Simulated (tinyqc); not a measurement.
Convergence with the number of cells: heat flow across a film from the phonon Boltzmann equation in the relaxation-time approximation. Computed by tinyqc, a small Python program. Command: `OMP_NUM_THREADS=1 python tinyqc.py 3007454 3007455 out.jsonl slabbte sweep`. One thread of a shared host (Intel(R) Xeon(R) Processor @ 2.30GHz), about 0.03 s of CPU time with the checks.

Two black walls, hot at x = 0 and cold at x = L, emit phonons isotropically. For one free path Lambda, with tau = x/Lambda, tau_L = L/Lambda and phi = (T - T_cold)/Delta T, energy balance gives phi(tau) = (1/2) [E2(tau) + int_0^tau_L phi(s) E1(|tau - s|) ds]; E_n are the exponential integrals. The flux over the ballistic flux C v Delta T/4 is psi = 1 - 2 int_0^tau_L phi(s) E2(s) ds, and kappa_eff/kappa = (3/4) tau_L psi. kappa = C v Lambda/3 is an input, so at fixed kappa a longer free path means a smaller C v.

Inputs (values chosen for the exercise, modelled on diamond): film thickness L = 1600 nm; free path Lambda_1 = 490 nm.

Free-path groups: two.

Method:
- Cut the film into n equal cells with constant phi, collocated at the centres c_i: the kernel integrates to A_ij = |E2(|c_i - e_j|) - E2(|c_i - e_(j+1)|)|/2 for cell edges e_j, and A_ii = 1 - E2(half a cell); solve (1 - A) phi = E2(c)/2; psi = 1 - 2 sum_j phi_j [E3(e_j) - E3(e_(j+1))].
- In short, (1 - A) phi = b and psi = 1 - 2 sum_j w_j phi_j, with b the right-hand side and w_j the flux weights; the cells divide 0 to tau_L.
- Use 150 and 300 cells and extrapolate psi = (4 psi(300) - psi(150))/3. The jump at the hot wall is 1 - phi there (linear extrapolation from the first two of 300 cells). Two-flux (diffusion with slip) formula: psi = 1/(1 + 3 tau_L/4).

One run for each value:
```
cells n in the small system  psi, small system  psi for Lambda_1
2                                      0.37980           0.28455
3                                      0.33650           0.28455
4                                      0.31722           0.28455
6                                      0.30098           0.28455
8                                      0.29447           0.28455
12                                     0.28934           0.28455
20                                     0.28643           0.28455
40                                     0.28507           0.28455
```

Over the rows, psi, small system falls from 0.380 to 0.285 (exponent d ln y / d ln x -0.30 between the first rows and -0.0069 between the last); psi for Lambda_1 does not change. The error of psi falls from 33 % to 0.18 %; a cell must be thin against the free path.
